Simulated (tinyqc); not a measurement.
Capacitances against the distance to each plane.

Endless row of lines of width wl, height tl and space sl between grounded planes at distance hd; e2 fills the gaps beside the lines, e1 the rest. Laplace's equation is solved on meshes of 3, 6 and 12 steps per unit u and extrapolated (Aitken), which is good to about 0.2 %. C_even (all lines at 1 V) is the capacitance Cg to the planes; C_odd (neighbours in antiphase) = Cg + 4 Cc if only nearest neighbours couple, which defines Cc; total with quiet neighbours Cg + 2 Cc. Plate values 2 eps0 e1 wl/hd and eps0 e2 tl/sl.

Parameters, values chosen for the exercise:
```
symbol  value  unit                                          meaning
e1        2.4        relative permittivity above and below the lines
e2        3.9                relative permittivity between the lines
wl          4     u                           line width, in units u
tl         10     u                                      line height
sl          4     u                              space between lines
```

Constants: eps0 = 8.8541878128e-12 F/m. Results are converted to the units shown.

The same in every row: plate Cc (aF/um) = 86.3.

Capacitances against the distance to each plane:
```
hd (u),Cg (aF/um),Cc (aF/um),Cg + 2 Cc (aF/um),C_odd (aF/um),plate Cg (aF/um),"share of coupling, 2 Cc/(Cg + 2 Cc) (%)"
2,152,81.8,316,479,85.0,51.8
3,105,87.0,279,453,56.7,62.4
4,80.2,90.7,262,443,42.5,69.3
5,64.9,93.5,252,439,34.0,74.2
6,54.5,95.6,246,437,28.3,77.8
8,41.3,98.6,238,436,21.3,82.7
10,33.2,101,234,435,17.0,85.8
```

What does the table show?

As hd goes from 2 to 10, Cg falls from 152 to 33.2 aF/um, Cc rises from 81.8 to 101 aF/um and the share of coupling rises from 51.8 to 85.8 %. Cg is 1.79 times its plate value in the first row and 1.95 times in the last; for Cc the ratios are 0.948 and 1.16. Neighbours in antiphase raise the load by a factor of 1.52 and 1.86 over quiet ones. For hd = 8, 10 the planes are farther than 0.8 of the pitch, so second neighbours couple too and Cg + 2 Cc understates the quiet load by a per cent or more.

Program tinyqc, `OMP_NUM_THREADS=1 python tinyqc.py 2790206 2790207 out.jsonl`; Intel Xeon 2.30GHz, shared host, one thread, about 0.6 s.
